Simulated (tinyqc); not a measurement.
Plane-wave Kohn-Sham cycle with exchange-only LDA in a layered model solid, step by step. Computed by tinyqc, a small Python program that keeps every step. Settings: points = 16, plane-wave index or count = 3, electrons = 2, k points = 3, area = 35.0, mixing = 1.0, iteration cap = 53. Command: `OMP_NUM_THREADS=1 python tinyqc.py 24033 24034 out.jsonl` (the two numbers bound the seeds that draw the settings). One thread of a shared host (Intel(R) Xeon(R) Processor @ 2.60GHz), about 0.02 s of CPU time with the checks.

A solid whose potential varies along x alone (atomic units):
```
parameter                      value
period a                   15.400000
cross-section of the cell  35.000000
electrons per cell                 2
grid points                       16
plane waves -n..n, n               3
k points                           3
V1 in V1 cos(2 pi x/a)     -0.150000
```

Stop when sqrt(dV sum R^2) is below 1e-8, dV = a A/N.

Course of the cycle:
```
iteration  E (hartree)  norm of the residual
1          -0.38195177              9.72e-02
2          -0.61675403              1.75e-01
3          -1.03790829              1.91e-01
4          -0.72373702              1.94e-01
5          -1.06354458              1.94e-01
6          -0.72453751              1.94e-01
7          -1.06380455              1.94e-01
8          -0.72454772              1.94e-01
9          -1.06380793              1.94e-01
10         -0.72454786              1.94e-01
11         -1.06380798              1.94e-01
...                ...                   ...
43         -1.06380798              1.94e-01
44         -0.72454787              1.94e-01
45         -1.06380798              1.94e-01
46         -0.72454787              1.94e-01
47         -1.06380798              1.94e-01
48         -0.72454787              1.94e-01
49         -1.06380798              1.94e-01
50         -0.72454787              1.94e-01
51         -1.06380798              1.94e-01
52         -0.72454787              1.94e-01
53         -1.06380798              1.94e-01
```

Can the last value be used, and what does the course show?

Not by the stop rule. Not converged within 53 iterations: the residual has stopped falling: the iteration swings between two states. Reruns (cap 100 unless said): mixing 0.1: not converged; mixing 0.5, Kerker q0 1.0: converged in 70 (E = -0.25999); mixing 0.3, Pulay depth 5: converged in 15 (E = -0.25999); the original settings with a cap of 400: not converged.
